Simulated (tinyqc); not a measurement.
# Narrowing from the saturation current

Inverse problem. A uniform n-type emitter has J0 = (q p0 D/L)(s + tanh(W/L))/(1 + s tanh(W/L)), D = mup Vt, s = S L/D, and p0 = (ni^2/N) exp(dE_app/kB T), where dE_app = dEg + kB T ln[(N/Nc) exp(-eta)]. Find p0, dE_app and dEg.

Parameters, values chosen for the exercise; band and dielectric values those of a made-up semiconductor: temperature T = 300 K; conduction-band density of states at 300 K Nc = 2.68e19 cm^-3; ionised donor density N = 7.8e18 cm^-3; minority-hole mobility mup = 190 cm^2/(V s); emitter width W = 1100 nm; recombination velocity at the contact S = 2.8e5 cm/s.

Constants: q = 1.602176634e-19 C, kB = 1.380649e-23 J/K, Vt = kB T/q. Results are converted to the units shown.

J0 = 5.4458889 fA/cm^2
L = 5126.9208 nm
ni = 8.9592949e8 cm^-3
converged eta = -1.1317940

Solution. J0 gives p0, its ratio to ni^2/N gives dE_app, and the degeneracy term is taken off.

p0 = 0.8649 cm^-3
dE_app = 55.03 meV
dEg = 57.68 meV

Computed by the program tinyqc: `OMP_NUM_THREADS=1 python tinyqc.py 2330121 2330122 out.jsonl`, one thread of a shared Intel Xeon 2.30GHz, about 0.01 s for the whole run.
